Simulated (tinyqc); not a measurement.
The flat edge band: zigzag graphene nanoribbon in tight binding.

A zigzag ribbon of N chains, sites A1, B1, A2, ..., BN across it. For each k it is a chain with bonds -2t cos(k/2) (A_n to B_n) and -t (B_n to A_(n+1)), and +D, -D on A and B. A1 and BN are the edge sites; the Dirac points project to k = 2 pi/3.

Inputs chosen for the exercise (out of a larger set: near those used for graphene; not measured data):
```
symbol  value  unit  meaning
t       2.89   eV    hopping
D       0.41   eV    sublattice potential, +D on A and -D on B
Nw      15           chains, N of this table
```

A ribbon of N = Nw chains: lowest positive level, next level, and weight on the two edge sites per state of the middle pair, along k.

Along k:
```
k/pi  2 cos(k/2)  lowest level (eV)  next (eV)  edge weight
0.50      1.4142            1.39711     1.7496        0.031
0.60      1.1756            0.81032     1.2263        0.059
0.70      0.9080            0.43233     0.9176        0.214
0.75      0.7654            0.41058     1.0154        0.416
0.80      0.6180            0.41000     1.2899        0.618
0.85      0.4669            0.41000     1.6532        0.782
0.90      0.3129            0.41000     2.0574        0.902
0.95      0.1569            0.41000     2.4826        0.975
1.00      0.0000            0.41000     2.9189        1.000
```

Give the missing row, k/pi = 0.65, 2 cos(k/2) = 1.0450.

Computed row:
```
k/pi  2 cos(k/2)  lowest level (eV)  next (eV)  edge weight
0.65      1.0450            0.56372     1.0163        0.102
```

Beyond k = 2 pi/3 the lowest level sinks towards D = 0.41 eV: it is within 1 meV of that from k/pi = 0.75 on. The edge weight grows from 0.21 at 0.70 to 1 at pi, where the chain breaks into dimers and the next level is sqrt(t^2 + D^2) = 2.9189 eV. So flat a band is sensitive to interactions, which this model leaves out; they matter once they exceed the splitting of the middle pair (2D, or for D = 0 only the small overlap of the two edges).

(tinyqc, `OMP_NUM_THREADS=1 python tinyqc.py 1482693 1482694 out.jsonl`, Intel(R) Xeon(R) Processor @ 2.30GHz, 1 thread, shared host, about 0.01 s.)
